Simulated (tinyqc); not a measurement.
Worked calculation: coherent transport through a tight-binding region between two chains. Computed by tinyqc, a small Python program that keeps every step. Settings: temperature = 4, mu = -0.28. Command: `OMP_NUM_THREADS=1 python tinyqc.py 24547 24548 out.jsonl` (the two numbers bound the seeds that draw the settings). One thread of a shared host (Intel(R) Xeon(R) Processor @ 2.60GHz), about 0.08 s of CPU time with the checks.

## Transmission at E = 0.48 eV

H of the central region (eV):
```
,1,2
1,-0.6500,-0.4900
2,-0.4900,-0.1100
```

Leads: semi-infinite chains with site energy 0:
```
parameter,value
lead hopping t (eV),1.890000
coupling to the left lead (eV),1.360000
coupling to the right lead (eV),0.490000
left contact site,1
right contact site,2
```

E = 0.4800 eV

Surface Green function g = (E - i sqrt(4 t^2 - E^2)) / (2 t^2); self-energy tc^2 g on each contact site; G = (E - H - Sigma)^(-1); Gamma = -2 Im Sigma; T = Gamma_L Gamma_R |G_LR|^2; local density of states -Im G_ii / pi.

g = 0.0672-0.5248i 1/eV

G (1/eV):
```
,1,2
1,0.4076-0.7112i,-0.2048+0.6523i
2,-0.2048+0.6523i,1.7126-0.9330i
```

local density of states (1/eV): 0.2264  0.2970

transmission = 0.2287

## Transmission across the band

The same steps on a grid of energies.

T(E):
```
E (eV),T
-3.591000,2.67e-04
-3.231900,0.0012
-2.872800,0.0030
-2.513700,0.0070
-2.154600,0.0154
-1.795500,0.0334
-1.436400,0.0687
-1.077300,0.1304
-0.718200,0.2386
-0.359100,0.4937
0.000000,0.9788
0.359100,0.3722
0.718200,0.0963
1.077300,0.0332
1.436400,0.0139
1.795500,0.0065
2.154600,0.0032
2.513700,0.0016
2.872800,0.0008
3.231900,3.38e-04
3.591000,8.55e-05
```

levels of the isolated region (eV): -0.9395  0.1795

## Current

I = (2e/h) int T(E) [f(E - mu - V/2) - f(E - mu + V/2)] dE at 4 K with mu = -0.28 eV, the bias not changing H; 2e^2/h = 77.48092 microsiemens; the integral runs over the band on 4001 points.

Current:
```
V (volt),I (microampere)
0.0100,0.4602
0.0500,2.3128
0.1000,4.6322
0.2000,9.3235
0.4000,19.0777
0.8000,38.5751
```
